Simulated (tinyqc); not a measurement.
# MOSFET in the linear regime without short-channel effects, parameter extraction from computed curves, step by step

tinyqc, about 0.01 s, one thread, Intel Xeon 2.30GHz (shared host): `OMP_NUM_THREADS=1 python tinyqc.py 2210066 2210067 out.jsonl` Printed values are rounded.

Inversion charge Q = Cox n Vt W0(exp((Vg - VT)/(n Vt))), W0 the Lambert function and n = nf; u = Q/Cox; mobility mu = mu0/(1 + th1 u + th2 u^2); channel resistance Rch = (L - dL)/(W mu Q); Id = Vd/(Rch + Rsd/W). Cox = eps0 eox/tox. Small Vd, no channel-length or drain effects.

Values chosen for this exercise; channel values of the order met in silicon transistors: temperature T = 300 K; relative permittivity of the gate insulator (close to silicon dioxide) eox = 3.9; insulator thickness tox = 3.1 nm; low-field mobility mu0 = 130 cm^2/(V s); first mobility attenuation factor th1 = 0.66 1/V; second mobility attenuation factor th2 = 0 1/V^2; threshold voltage VT = 0.68 V; body factor nf = 1.38; gate width W = 0.5 um; drawn gate length L = 0.11 um; drawn less effective length dL = 0.008 um; source plus drain resistance Rsd = 130 ohm um; drain voltage Vd = 0.05 V.

Constants: q = 1.602176634e-19 C, kB = 1.380649e-23 J/K, Vt = kB T/q, eps0 = 8.8541878128e-14 F/cm where lengths are in cm. Results are converted to the units shown.

## Transfer curve

Vg, point 0 to 11 (V): 0.52  0.6  0.68  0.76  0.84  0.92  1  1.08  1.16  1.24  1.32  1.4

u, mu, Rch and Id as defined.

```
point       u (V)  mu (cm^2/(V s))  Rch (ohm)    Id (uA)
0      3.97914e-4          129.966  3.54128e6  0.0141182
1      0.00344049          129.705  4.10393e5   0.121757
2       0.0202333          128.287    70555.4   0.706061
3       0.0609139          124.976    24056.8    2.05619
4        0.117481          120.645    12921.1    3.79332
5        0.181887          116.067    8674.98    5.59598
6        0.250472          111.558    6554.17    7.33765
7        0.321559          107.240    5310.79    8.97539
8        0.394285          103.156    4502.71    10.4982
9        0.468159          99.3136    3938.92    11.9078
10       0.542876          95.7080    3524.76    13.2109
11       0.618238          92.3271    3208.44    14.4157
```

## Threshold and mobility at the peak transconductance

gm_i = (Id_(i+1) - Id_(i-1))/(Vg_(i+1) - Vg_(i-1)); at the point j of largest gm the tangent meets the axis at V_ext = Vg_j - Id_j/gm_j; field-effect mobility gm_j L/(W Cox Vd) with the drawn L.

gm, point 1 to 10 (uS): 4.32464  12.0902  19.2953  22.1237  22.1521  21.1213  19.7536  18.3278  16.9540  15.6743
j = 5
V_ext = 0.667384 V
field-effect mobility = 87.5016 cm^2/(V s)

V_ext is 13 mV below the model VT, and the mobility so found is 38 % below mu0 L/(L - dL) = 140 cm^2/(V s), the value for the drawn L; attenuation, series resistance and the slow approach of Q to a straight line all lower the peak gm.

## The Y function

Y_i = Id_i/sqrt(gm_i). For Id = beta Vd x/(1 + th x), x = Vg - VT, Y = sqrt(beta Vd) x whatever th. Slope s from points 7 and 10; VT_Y = Vg - Y/s at point 10; beta = s^2/Vd; mobility beta L/(W Cox) with the drawn L; th* = (beta Vd x/Id - 1)/x at point 10.

Y, point 1 to 10 (uA^0.5 V^0.5): 0.0585491  0.203060  0.468099  0.806474  1.18896  1.59660  2.01944  2.45223  2.89199  3.33686
s = 5.48925 uA^0.5 V^-0.5
VT_Y = 0.712111 V
beta = 602.638 uA/V^2
mobility from Y = 119.022 cm^2/(V s)
th* = 0.635805 1/V

The mobility from Y is 15 % below mu0 L/(L - dL) = 140 cm^2/(V s), which it should reach in deep inversion when th2 = 0. th* compares with th1 + mu0 Cox Rsd/(L - dL) = 0.845 1/V, since series resistance enters like th1. The match is poor here: at these overdrives Q is not yet a straight line in Vg.
